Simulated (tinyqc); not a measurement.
From wire to sheet: nanosheet or nanowire with hard walls, valleys of the Ge type.

Four ellipsoidal valleys along <111>: inverse mass tensor w = 1/mt + (1/ml - 1/mt) a a^T with a the unit axis. Device axes: x along the channel, z = [001], y = z x x. The Gamma and Delta valleys are left out; the heavy Delta valleys, about 0.18 eV up, lie lowest once the L levels pass about 0.2 eV.

Hard walls around a W x H rectangle. The block w_c of w in (y, z) confines; the transport mass follows from 1/m_x = w_xx - w_xc w_c^-1 w_cx. The cross-section problem c (w_yy ky^2 + 2 w_yz ky kz + w_zz kz^2), c = hbar^2/2m0, is solved in products sin(n pi y/W) sin(l pi z/H), n, l = 1 to 12; if w_yz = 0 the levels are c pi^2 (w_yy n^2/W^2 + w_zz l^2/H^2). The w_yz term couples (n, l) to (n', l') by -2 c w_yz D_nn'(W) D_ll'(H) with D_nm(L) = 4 n m/(L (n^2 - m^2)) for n + m odd and 0 otherwise.

Without degeneracy the line density is N1 exp((EF - Ec)/kB T) with N1 = sum 2 g sqrt(m_x kB T/(4 pi c)) exp(-E/kB T), here over n, l up to 80 where w_yz = 0 and over all levels of a 12 x 12 sine basis otherwise; the classical value is W H Nc with Nc = 2 g_all (m_dos kB T/(4 pi c))^(3/2), m_dos = (ml mt^2)^(1/3); dVt = kB T ln(W H Nc/N1).

Constants: hbar^2/2m0 = 3.80998211 eV angstrom^2; kB = 8.617333262e-05 eV/K.

Parameters, chosen for this exercise (near those of Ge; the results hold for these values, not for the real material): ml = 1.59 m0 (longitudinal mass); mt = 0.081 m0 (transverse mass); T = 300 K (temperature); g_all = 4 (number of valleys); channel = 110 (transport direction x on a (001) wafer); H = 64 angstrom (height, along z = [001]); Ws = (30, 40, 50, 65, 85, 110, 140) angstrom (widths).

Valleys:
```
group  valleys g      w_yy     w_zz   |w_yz|  m_x (m0)
A              2   4.53451  8.44010  5.52333   0.08100
B              2  12.34568  8.44010  0.00000   1.08700
```

Lowest level of each group (groups ordered by w_zz, then w_yy) and dVt against the width.

Results:
```
W (angstrom)  A1 (eV)  B1 (eV)  dVt (mV)
30             0.2188   0.5933     210.0
40             0.1430   0.3676     141.7
50             0.1123   0.2632     115.8
65             0.0941   0.1874      99.4
85             0.0856   0.1417      87.6
110            0.0818   0.1159      79.1
140            0.0799   0.1012      73.8
```

dVt falls from 210 to 74 mV. Group A is lowest at every width, by 375 meV in the narrowest and 21 meV in the widest. At the widest W the lowest level is 0.0799 eV; the film limit c pi^2 w_zz/H^2 of that group is 0.0775 eV.

tinyqc: `OMP_NUM_THREADS=1 python tinyqc.py 1252575 1252576 out.jsonl`; about 0.2 s, one thread, shared Intel(R) Xeon(R) Processor @ 2.30GHz.
